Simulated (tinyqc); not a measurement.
Inside a calculation. Model: wafer bonding and layer transfer: bond energy, gap closing, particles, bonding of dissimilar wafers and hydrogen blisters. Computed by tinyqc, a small Python program that keeps every step. Command: `OMP_NUM_THREADS=1 python tinyqc.py 3030653 3030654 out.jsonl bond walk`. One thread of a shared host (Intel(R) Xeon(R) Processor @ 2.30GHz), about 0.01 s of CPU time with the checks. Intermediate numbers are printed to about 6 digits and carried at full precision; extremes and crossings named in words are read from the listed rows.

gamma is the energy per area of each of the two surfaces; plates are isotropic, and both wafers have E1 and t1.

Inputs (values chosen for the exercise, for model wafers):
```
quantity,value,unit
Young's modulus E1,162,GPa
Poisson ratio nu,0.28,-
thickness t1,775,micrometre
blade thickness t_b,80,micrometre
crack length L,12.6,mm
particle radius h,1.7,micrometre
radius of a shallow gap R,0.82,mm
half height of the gap h_g,6.6,nm
implant depth d,0.58,micrometre
hydrogen dose,9.2,1e16/cm^2
share of the dose released as H2,0.42,-
surface energy of the weakened plane gamma_s,0.73,J/m^2
anneal temperature T,850,K
```

Pair: two equal wafers.

Constants: k_B = 1.380649e-23 J/K.

## Bond energy from the blade test

Two cantilevers opened by t_b: gamma = 3 t_b^2 E1 t1^3 E2 t2^3/(16 L^4 (E1 t1^3 + E2 t2^3)).

bond energy gamma = 1.79510 J/m^2

An error of 5 % in L changes gamma by about 20 %. This nears the fracture energy of the bulk.

## Does a shallow gap close?

E' = E1/(1 - nu^2), equal wafers of thickness t1 assumed. A gap of radius R closes if h_g < h_c: h_c = R^2/sqrt((2/3) E' t1^3/gamma) for R > 2 t1 (plate bending), h_c = 3.6 sqrt(R gamma/E') for R < 2 t1 (local deformation).

closable height h_c = 329.433 nm

h_g/h_c = 0.0200344

The gap closes.

## Void around a particle

E' = E1/(1 - nu^2), equal wafers assumed. Void radius in the plate regime: R_v = [(2/3) E' t1^3/gamma]^(1/4) h^(1/2). Below h_crit = 5 sqrt(t1 gamma/E') the wafers deform locally and R_v is of the order of h (taken as h).

critical particle radius = 0.444815 micrometre

void radius = 3061.25 micrometre

The void is 1800 times the particle.

## Blistering after hydrogen implantation

A flat crack of radius r under a layer of thickness d, as a clamped plate: centre height w = 3 p r^4/(16 E' d^3), volume pi r^2 w/3, energy release G = 3 p^2 r^4/(32 E' d^3), E' = E1/(1 - nu^2). It grows when G = 2 gamma_s. The gas comes from the area pi r^2: p V = (dose x share/2) pi r^2 k_B T, and G = p w/2 = (3/2) N k_B T with N the H2 molecules per area. Share needed: G = 2 gamma_s. The pressure and height at growth are given for r = 10 d.

energy release G = 3.40095 J/m^2

share of the dose needed = 0.180302

pressure at growth = 21.7252 MPa

height at growth = 134.406 nm

The released gas suffices: cracks grow, as blisters under a free surface or as a split under a bonded stiffener. In this plate limit G depends on neither r nor d.

## Closable height against the size of the gap

The formulas are those given above.

Gap closing:
```
R (mm),regime,h_c (nm),slope h_c/R
1.00e-04,local,3.63798e+00,0.0363798
1.00e-03,local,1.15043e+01,0.0115043
1.00e-02,local,3.63798e+01,0.0036380
1.00e-01,local,1.15043e+02,0.0011504
5.00e-01,local,2.57244e+02,0.0005145
2.00e+00,plate,7.25624e+02,0.0003628
5.00e+00,plate,4.53515e+03,0.0009070
2.00e+01,plate,7.25624e+04,0.0036281
5.00e+01,plate,4.53515e+05,0.0090703
```

Roughness of 100 nm scale may be 3.6 nm in half height, waviness of radius 5 cm as much as 450 micrometre: h_c goes as R^(1/2) when the wafer deforms locally and as R^2 when it bends. The allowed slope is least near R = 2 t1, so defects about 4 t1 wide are the hardest to close; bow matters little.

Checks made by the program: gamma against the derivative of the beam energy (relative difference below 1e-10).
